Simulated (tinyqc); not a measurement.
Susceptibility above T_c: two-sublattice mean-field magnet: ferrimagnet, compensation points and susceptibility. Computed by tinyqc, a small Python program. Command: `OMP_NUM_THREADS=1 python tinyqc.py 3005458 3005459 out.jsonl ferri walk`. One thread of a shared host (Intel(R) Xeon(R) Processor @ 2.30GHz), about 0.01 s of CPU time with the checks.

A random alloy A(1-x)B(x) with H = -sum over pairs J S_i.S_j. a = <S_A> and b = <S_B> are taken along z, a > 0. Exchange fields: h_A = (1 - x) zJ_AA a + x zJ_AB b, h_B = (1 - x) zJ_AB a + x zJ_BB b; a = S_A B_(S_A)(S_A h_A/(k_B T)) and likewise for b, with the Brillouin function B_S(y) = [(2S + 1)/(2S)] coth[(2S + 1) y/(2S)] - [1/(2S)] coth[y/(2S)].

Inputs (values chosen for the exercise, for a model ferrimagnet):

| quantity | value | unit |
|---|---|---|
| spin S_A | 1 | - |
| spin S_B | 2.5 | - |
| g factor g_A | 2 | - |
| g factor g_B | 2 | - |
| fraction x of B sites | 0.18 | - |
| z J_AA | 89.6 | meV |
| z J_BB | 9.4 | meV |
| z J_AB | -19 | meV |
| T over T_c | 0.51 | - |

Constants: k_B = 8.617333262e-05 eV/K.

Method. Linearised, T (a, b) = M (a, b) with M_ij = S_i (S_i + 1) c_j zJ_ij/(3 k_B), c_A = 1 - x, c_B = x. T_c is the larger eigenvalue, and its eigenvector gives b/a at onset, (T_c - M_AA)/M_AB. With a field B, T (a, b) = M (a, b) + (mu_B B/(3 k_B)) (g_A S_A (S_A + 1), g_B S_B (S_B + 1)). chi = m/B per site; C = mu_B [(1 - x) g_A^2 S_A (S_A + 1) + x g_B^2 S_B (S_B + 1)]/(3 k_B); the table gives C/chi, which tends to T - theta.

T_c = 594.381 K

M (K):
```
          A        B
A   568.405  -26.458
B  -527.329   57.268
```

Inverse susceptibility:

| T (K) | C/chi (K) | T - C/chi (K) |
|---|---|---|
| 606.3 | 37.9 | 568.40 |
| 653.8 | 162.3 | 491.57 |
| 743.0 | 333.4 | 409.59 |
| 891.6 | 548.9 | 342.70 |
| 1188.8 | 901.7 | 287.08 |
| 1783.1 | 1534.2 | 248.91 |
| 2971.9 | 2745.9 | 226.03 |
| 5943.8 | 5731.8 | 211.96 |

T - C/chi sinks from 568 K just above T_c to 212 K at 10 T_c, on its way to the asymptotic theta. The curve of 1/chi is a hyperbola that bends down to zero at T_c = 594 K, so a Curie-Weiss line fitted at high T misses T_c.
